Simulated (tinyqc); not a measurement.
Thermal, flicker and telegraph noise of a field-effect transistor: one step, computed by the program tinyqc.

Strong inversion, threshold roll-off and channel-length modulation left out; noise sources are uncorrelated and are given as one-sided spectral densities.

Question. Flicker noise. C_ox = 3.9 eps_0/t; V_c = 2 v_s L/mu; I = W C_ox v_s V_ov^2/(V_ov + V_c); g_m = W C_ox v_s V_ov (V_ov + 2 V_c)/(V_ov + V_c)^2; g_d0 = mu C_ox (W/L) V_ov. Tunnelling length lambda = hbar/(2 sqrt(2 m_ox phi)); flat-band noise S_Vfb = e^2 k_B T lambda N_t/(W L C_ox^2 f). S_I = g_m^2 S_Vfb (1 + alpha_sc mu C_ox I/g_m)^2.

Inputs (values chosen for the exercise, modelled on a silicon n-channel):
```
quantity                                   value         unit
width W                                      3.1   micrometre
length L                                     600           nm
electrical oxide thickness t                 3.5           nm
mobility mu                                  140   cm^2/(V s)
saturation velocity v_s                     0.78     1e7 cm/s
overdrive V_ov                              0.54            V
oxide trap density N_t                   1.9e+17  1/(eV cm^3)
oxide barrier phi                              2           eV
oxide mass m_ox                             0.27          m_0
Coulomb scattering coefficient alpha_sc     7900        V s/C
frequency f                                   30           Hz
temperature T                                300            K
```

Operating region: saturation. Flicker model: number with correlated mobility.

drain current I = 96.27385 microampere

Constants: eps_0 = 8.8541878128e-12 F/m; hbar = 1.054571817e-34 J s; m_0 = 9.1093837015e-31 kg; e = 1.602176634e-19 C; k_B = 8.617333262e-05 eV/K.

Give: tunnelling length lambda; S_Vfb; flicker S_I; flicker S_I/I^2.

Answer.

tunnelling length lambda = 1.328 angstrom

S_Vfb = 3.083e-12 V^2/Hz

flicker S_I = 6.196e-19 A^2/Hz

flicker S_I/I^2 = 6.685e-11 1/Hz
